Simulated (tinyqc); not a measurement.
What each parameter does: linear model of a band gap against the share of exact exchange.

E(alpha) = E0 + S alpha. A wider gap screens less, modelled in the Penn form eps(alpha) = 1 + (e0 - 1)(EP/(EP + S alpha))^2 with a scale EP chosen for the exercise. A dielectric-dependent hybrid takes alpha = 1/eps.

Parameters, chosen for this exercise (of the order of those of GaAs; shifted at random, so the results belong to these values and not to a real crystal): E0 = 0.52 eV (gap of the semi-local functional); S = 5.53 eV (slope dE/d(alpha)); e0 = 11.34 (optical dielectric constant at alpha = 0); EP = 10.3 eV (energy scale of the screening).

Fixed point alpha = 1/eps(alpha), gap and eps there.

Results for these values:

| case | alpha | E (eV) | eps |
|---|---|---|---|
| base | 0.0967 | 1.055 | 10.345 |

What happens to each result for EP = 11.33 eV, all else kept?

Answer: alpha falls from 0.0967 to 0.0958; E falls from 1.055 to 1.050; eps rises from 10.345 to 10.437.

The same for each parameter in turn:

| case | alpha | E (eV) | eps |
|---|---|---|---|
| base | 0.0967 | 1.055 | 10.345 |
| E0 = 0.468 eV | 0.0967 | 1.003 | 10.345 |
| S = 4.977 eV | 0.0957 | 0.996 | 10.446 |
| e0 = 12.474 | 0.0872 | 1.002 | 11.471 |
| EP = 11.33 eV | 0.0958 | 1.050 | 10.437 |

Computed by tinyqc, a small Python program: `OMP_NUM_THREADS=1 python tinyqc.py 1880213 1880214 out.jsonl` (the numbers bound the seed that draws the inputs); one thread of a shared host (Intel(R) Xeon(R) Processor @ 2.30GHz), about 0.01 s for the whole set of steps.
